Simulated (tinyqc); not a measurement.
Worked calculation: plane-wave Kohn-Sham cycle with exchange-only LDA in a layered model solid. Computed by tinyqc, a small Python program that keeps every step. Settings: points = 16, plane-wave index or count = 3, electrons = 4, k points = 1, area = 19.0, mixing = 0.5, iteration cap = 52. Command: `OMP_NUM_THREADS=1 python tinyqc.py 27303 27304 out.jsonl` (the two numbers bound the seeds that draw the settings). One thread of a shared host (Intel(R) Xeon(R) Processor @ 2.60GHz), about 0.01 s of CPU time with the checks. Later iterations appear only in the table of the cycle.

## Iteration 1: potential

A solid whose potential varies along x alone (atomic units):
```
parameter,value
period a,6.600000
cross-section of the cell,19.000000
electrons per cell,4
grid points,16
"plane waves -n..n, n",3
k points,1
V1 in V1 cos(2 pi x/a),-0.500000
```

density at the start, on the grid x_j = j a/N (e/bohr^3): 0.031898  0.031898  0.031898  0.031898  0.031898  0.031898  0.031898  0.031898  0.031898  0.031898  0.031898  0.031898  0.031898  0.031898  0.031898  0.031898

V_H(G) = 4 pi rho(G)/G^2 for G != 0 (uniform background); v_x = -(3 rho/pi)^(1/3); V = V_ext + V_H + v_x; Fourier components f(G_m) = (1/N) sum_j f(x_j) exp(-i G_m x_j).

Potentials on the grid (hartree):
```
x,V_ext,V_H,v_x,V
0.0000,-0.5000,0.0000,-0.3123,-0.8123
0.4125,-0.4619,0.0000,-0.3123,-0.7742
0.8250,-0.3536,0.0000,-0.3123,-0.6659
1.2375,-0.1913,0.0000,-0.3123,-0.5036
1.6500,0,0.0000,-0.3123,-0.3123
2.0625,0.1913,0.0000,-0.3123,-0.1210
2.4750,0.3536,0.0000,-0.3123,0.0412
2.8875,0.4619,0.0000,-0.3123,0.1496
3.3000,0.5000,0.0000,-0.3123,0.1877
3.7125,0.4619,0.0000,-0.3123,0.1496
4.1250,0.3536,0.0000,-0.3123,0.0412
4.5375,0.1913,0.0000,-0.3123,-0.1210
4.9500,0,0.0000,-0.3123,-0.3123
5.3625,-0.1913,0.0000,-0.3123,-0.5036
5.7750,-0.3536,0.0000,-0.3123,-0.6659
6.1875,-0.4619,0.0000,-0.3123,-0.7742
```

V(G_m), m = 0, 1, 2, ... (hartree): -0.3123  -0.2500  0.0000  0.0000  0.0000  0.0000  0.0000

## Iteration 1: Hamiltonian at one k

k = 0.0000 2 pi / a

H(m,m') = (k + G_m)^2/2 delta + V(G_m - G_m'), with V(-G) = V(G).

H (hartree), lower triangle:
```
,-3,-2,-1,+0,+1,+2,+3
-3,3.7660
-2,-0.2500,1.5003
-1,0.0000,-0.2500,0.1408
+0,0.0000,0.0000,-0.2500,-0.3123
+1,0.0000,0.0000,0.0000,-0.2500,0.1408
+2,0.0000,0.0000,0.0000,0.0000,-0.2500,1.5003
+3,0.0000,0.0000,0.0000,0.0000,0.0000,-0.2500,3.7660
```

## Iteration 1: levels at that k

Diagonalise the Hermitian matrix.

eigenvalues (hartree): -0.5131  0.0958  0.2943  1.5179  1.5201  3.7935  3.7935

## Iteration 1: new density

Motion across x is left out: the lowest 2 band(s) hold two electrons at each of the k points (j + 1/2)/nk - 1/2. Residual R = rho(out) - rho(in); rho(new) = rho(in) + 0.5 R. rho(out) = 2/(a A nk) sum |psi|^2 with psi = sum c exp(i G x). Harris energy E = band energy - dV sum rho (V_H/2 + v_x) + (3/4) dV sum rho v_x with rho(in), dV = a A/N, band energy = (2/nk) sum of the filled levels.

rho(out) (e/bohr^3): 0.043799  0.047984  0.054174  0.052038  0.039859  0.024090  0.011149  0.003479  0.001021  0.003479  0.011149  0.024090  0.039859  0.052038  0.054174  0.047984

density after iteration 1 (e/bohr^3): 0.037849  0.039941  0.043036  0.041968  0.035878  0.027994  0.021523  0.017689  0.016460  0.017689  0.021523  0.027994  0.035878  0.041968  0.043036  0.039941

energy per cell = -0.522222 hartree

## Iteration 2: potential

As before.

Potentials on the grid (hartree):
```
x,V_ext,V_H,v_x,V
0.0000,-0.5000,0.1607,-0.3306,-0.6699
0.4125,-0.4619,0.1539,-0.3366,-0.6446
0.8250,-0.3536,0.1298,-0.3451,-0.5689
1.2375,-0.1913,0.0826,-0.3422,-0.4510
1.6500,0,0.0148,-0.3248,-0.3100
2.0625,0.1913,-0.0612,-0.2990,-0.1689
2.4750,0.3536,-0.1291,-0.2739,-0.0495
2.8875,0.4619,-0.1753,-0.2566,0.0300
3.3000,0.5000,-0.1916,-0.2505,0.0579
3.7125,0.4619,-0.1753,-0.2566,0.0300
4.1250,0.3536,-0.1291,-0.2739,-0.0495
4.5375,0.1913,-0.0612,-0.2990,-0.1689
4.9500,0,0.0148,-0.3248,-0.3100
5.3625,-0.1913,0.0826,-0.3422,-0.4510
5.7750,-0.3536,0.1298,-0.3451,-0.5689
6.1875,-0.4619,0.1539,-0.3366,-0.6446
```

V(G_m), m = 0, 1, 2, ... (hartree): -0.3086  -0.1828  0.0010  0.0007  0.0003  0.0001  0.0000

## Iteration 2: Hamiltonian at one k

k = 0.0000 2 pi / a

As before.

H (hartree), lower triangle:
```
,-3,-2,-1,+0,+1,+2,+3
-3,3.7698
-2,-0.1828,1.5040
-1,0.0010,-0.1828,0.1446
+0,0.0007,0.0010,-0.1828,-0.3086
+1,0.0003,0.0007,0.0010,-0.1828,0.1446
+2,0.0001,0.0003,0.0007,0.0010,-0.1828,1.5040
+3,0.0000,0.0001,0.0003,0.0007,0.0010,-0.1828,3.7698
```

## Iteration 2: levels at that k

As before.

eigenvalues (hartree): -0.4285  0.1191  0.2406  1.5135  1.5144  3.7845  3.7845

## Iteration 2: new density

As before.

rho(out) (e/bohr^3): 0.038737  0.042997  0.050411  0.051391  0.042485  0.027998  0.014265  0.005206  0.002124  0.005206  0.014265  0.027998  0.042485  0.051391  0.050411  0.042997

density after iteration 2 (e/bohr^3): 0.038293  0.041469  0.046724  0.046679  0.039182  0.027996  0.017894  0.011447  0.009292  0.011447  0.017894  0.027996  0.039182  0.046679  0.046724  0.041469

energy per cell = -0.374929 hartree

## Convergence

Stop when sqrt(dV sum R^2) is below 1e-8, dV = a A/N.

Course of the cycle:
```
iteration,E (hartree),norm of the residual
1,-0.522222,2.19e-01
2,-0.374929,8.92e-02
3,-0.360277,4.00e-02
4,-0.359567,1.98e-02
5,-0.359697,1.01e-02
6,-0.359764,5.12e-03
7,-0.359786,2.60e-03
8,-0.359792,1.32e-03
9,-0.359793,6.68e-04
10,-0.359794,3.38e-04
11,-0.359794,1.71e-04
...,...,...
16,-0.359794,5.72e-06
17,-0.359794,2.91e-06
18,-0.359794,1.48e-06
19,-0.359794,7.50e-07
20,-0.359794,3.82e-07
21,-0.359794,1.94e-07
22,-0.359794,9.90e-08
23,-0.359794,5.04e-08
24,-0.359794,2.57e-08
25,-0.359794,1.31e-08
26,-0.359794,6.71e-09
```

Converged in 26 iterations. Before convergence this energy mixes input and output and is not variational, so it may rise towards its limit.
